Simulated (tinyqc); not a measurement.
MOS capacitor on an n-type substrate, surface potential from the exact charge relation: two steps of the calculation.

Uniform n-type substrate, Boltzmann statistics, full ionisation, classical densities. psi is the surface potential against the body (positive when the bands bend down) and u = -psi/Vt. Traps are spread evenly over the gap and neutral at flat band, so their charge is -q Dit psi; the minority quasi-Fermi level is shifted by Vb.

Parameters, values chosen for the exercise; band and dielectric values close to those of silicon: temperature T = 300 K; band gap Eg = 1.12 eV; relative permittivity eps_r = 11.7; conduction-band density of states at T Nc = 2.85e19 cm^-3; valence-band density of states at T Nv = 2.69e19 cm^-3; electron affinity chi = 4.04 eV; donor density of the substrate N = 3.1e15 cm^-3; relative permittivity of the gate insulator (close to silicon dioxide) eox = 3.9; insulator thickness tox = 1.7 nm; gate work function phiM = 4.13 eV; fixed charge at the interface, in units of q Nf = 0 cm^-2; density of interface traps Dit = 0 cm^-2 eV^-1; reverse bias of the inversion layer against the body Vb = 0 V.

Constants: q = 1.602176634e-19 C, kB = 1.380649e-23 J/K, Vt = kB T/q, eps0 = 8.8541878128e-14 F/cm where lengths are in cm. Results are converted to the units shown.

Task 1. Flat band, threshold and scales. ni = sqrt(Nc Nv) exp(-Eg/(2 Vt)), Eg in volts; phiF = Vt ln(N/ni); Cox = eps0 eox/tox; Vfb = phiM - chi - Vt ln(Nc/N) - q Nf/Cox; Q0 = sqrt(2 eps0 eps_r q N Vt); r = (ni/N)^2 exp(-Vb/Vt); VT = Vfb - [(2 phiF + Vb)(1 + q Dit/Cox) + sqrt(2 eps0 eps_r q N (2 phiF + Vb))/Cox].

Wanted: ni; phiF; Cox; Vfb; Q0; r; VT.

Result 1.

ni = 1.0832e10 cm^-3
phiF = 0.32481 V
Cox = 2.0313 uF/cm^2
Vfb = -0.14593 V
Q0 = 5.1578 nC/cm^2
r = 1.2210e-11
VT = -0.80829 V

Task 2. Charges, field and capacitances at the solution. u = -psi/Vt; F^2 = exp(-u) + u - 1 + r (exp(u) - u - 1); Qs = +sign(u) Q0 F; Cs = -dQs/dpsi = (Q0/Vt) |1 - exp(-u) + r (exp(u) - 1)|/(2 F). Low frequency: 1/C_LF = 1/Cox + 1/(Cs + q Dit). High frequency, in the simple estimate in which traps and minority carriers do not follow: 1/C_HF = 1/Cox + 1/Cd, Cd being Cs with r = 0 at the same psi. Minority sheet density N_inv = (Q0/(2 q)) int_0^u r (exp(t) - 1)/F(t) dt for u > 0. Oxide field |Qs - q Dit psi + q Nf|/(eps0 eox).

converged psi = 0.31076674 V

Find: Qs; N_inv; oxide field; Cs; C_LF/Cox; C_HF/Cox.

Result 2.

Qs = -2102.7 nC/cm^2
N_inv = 0 cm^-2
oxide field = 6.0892 MV/cm
Cs = 40.671 uF/cm^2
C_LF/Cox = 0.95243
C_HF/Cox = 0.95243

The surface is in accumulation (borders at |psi| = 0, phiF + Vb and 2 phiF + Vb = 0.650 V).

tinyqc, about 0.01 s, one thread, Intel Xeon 2.30GHz (shared host): `OMP_NUM_THREADS=1 python tinyqc.py 2060072 2060073 out.jsonl`
